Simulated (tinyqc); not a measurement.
Swing curve: thickness of the top film: thin-film optics by transfer matrices.

Indices N = n + i k. Snell: N0 sin(theta) = N_j sin(theta_j), with Im(N_j cos theta_j) >= 0. Admittance y_j = N_j cos theta_j for s and N_j/cos theta_j for p. Phase delta_j = 2 pi N_j cos theta_j d_j/lambda. Layer matrix [[cos delta, -i sin delta/y], [-i y sin delta, cos delta]], multiplied from the top down to M. (B, C) = M (1, y_sub); r = (y0 B - C)/(y0 B + C), R = |r|^2, T = 4 Re y0 Re y_sub/|y0 B + C|^2, absorbed in the films 1 - R - T.

Values chosen for the exercise (indices near those of Si3N4 on Si; the results hold for these values, not for the real material):
```
symbol  value           unit     meaning
lam     248             nm       vacuum wavelength
n0      1                        ambient index
n       (2.29, 1.573)            n of Si3N4, substrate
k       (0.005, 3.659)           k in the same order
d       (48.4)          nm       thicknesses, top first
theta   0               degrees  angle of incidence
pol     s                        polarisation
```

The first entry of d takes the values listed.

Stack:
```
d_1 (nm)       R       T  absorbed
48.4      0.7213  0.2682    0.0105
57.4      0.6234  0.3615    0.0151
66.4      0.3312  0.6366    0.0322
75.5      0.2070  0.7458    0.0472
84.5      0.5360  0.4320    0.0319
93.5      0.6935  0.2842    0.0224
102.5     0.7129  0.2659    0.0212
111.6     0.6119  0.3585    0.0295
120.6     0.3164  0.6265    0.0571
138.6     0.5233  0.4277    0.0490
147.7     0.6851  0.2813    0.0336
156.7     0.7043  0.2640    0.0317
```

Give the missing row, d_1 (nm) = 129.6.

Computed row:
```
d_1 (nm)       R       T  absorbed
129.6     0.1936  0.7306    0.0758
```

R swings between 0.1936 and 0.7213 on these points. The period is lambda/(2 Re(N_1 cos theta_1)) = 54.1 nm, six rows. The film absorbs, so the curve does not repeat exactly: the swing is 0.5143 in the first period and 0.5193 in the second. The swing ratio (max - min)/mean is 1.00.

Run: tinyqc, `OMP_NUM_THREADS=1 python tinyqc.py 1651567 1651568 out.jsonl`; Intel(R) Xeon(R) Processor @ 2.30GHz, one thread, shared host; about 0.01 s of CPU time with all checks.
